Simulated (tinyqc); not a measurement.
Relaxation at fixed composition: composition and strain of an epitaxial Si(1-x)Ge(x) layer from Raman and X-ray peaks. Computed by tinyqc, a small Python program. Command: `OMP_NUM_THREADS=1 python tinyqc.py 3005524 3005525 out.jsonl epiraman walk`. One thread of a shared host (Intel(R) Xeon(R) Processor @ 2.30GHz), about 0.01 s of CPU time with the checks.

A (001) layer, biaxially strained in the plane. The Raman peaks follow empirical lines omega = w0 + c1 x + c3 x^3 + b eps (c3 for Si-Ge alone), with eps the in-plane strain.

Inputs (values chosen for the exercise, modelled on silicon-germanium): Ge fraction x = 0.5; lattice constant of Si = 5.431 angstrom; lattice constant of Ge = 5.658 angstrom; bowing B = 0.028 angstrom; 2 C12/C11 of Si = 0.774; 2 C12/C11 of Ge = 0.756; Si-Si: w0 = 520.7 1/cm; Si-Si: c1 = -67.4 1/cm; Si-Si: strain coefficient b = -740 1/cm; Ge-Ge: w0 = 280.3 1/cm; Ge-Ge: c1 = 18.5 1/cm; Ge-Ge: strain coefficient b = -474 1/cm; X-ray wavelength = 1.540598 angstrom.

Substrate: germanium.

Method:
- Relaxed lattice constant a(x) = a_Si + (a_Ge - a_Si) x - B x (1 - x).
- In-plane constant a_par = a_sub + R (a(x) - a_sub); eps = a_par/a(x) - 1; eps_perp = -(2 C12/C11) eps with 2 C12/C11 linear in x; a_perp = a(x) (1 + eps_perp).
- (004) Bragg angle theta = arcsin(2 lambda/a), with a = a_perp for the layer and a_sub for the substrate; separation = layer less substrate. The apparent x is the one that a fully strained layer (R = 0) would need to give the same a_perp.

Signatures; columns: (1) R; (2) eps (per mille); (3) Si-Si (1/cm); (4) Ge-Ge (1/cm); (5) a_perp (angstrom); (6) (004) separation (arcsec); (7) apparent x if R = 0 is assumed:
```
(1)      (2)     (3)     (4)     (5)     (6)      (7)
0.00  21.761  470.90  279.24  5.4453  5275.3  0.50000
0.15  18.497  473.31  280.78  5.4591  4916.9  0.53419
0.30  15.233  475.73  282.33  5.4730  4560.9  0.56813
0.50  10.880  478.95  284.39  5.4914  4089.5  0.61299
0.70   6.528  482.17  286.46  5.5098  3622.0  0.65740
0.85   3.264  484.58  288.00  5.5237  3273.9  0.69044
1.00   0.000  487.00  289.55  5.5375  2927.9  0.72325
```

What does the comparison show, and why?

Full relaxation moves the Si-Si peak by +16.10 per cm and shrinks the X-ray separation to 56 % of its strained value, about 1/(1 + 2 C12/C11). A symmetric reflection alone cannot part x from R: a relaxed layer read as strained gives x = 0.723 in place of 0.5. An asymmetric reflection or a second peak is needed.

Extremes, crossings and ranges named in words are read from the listed rows.
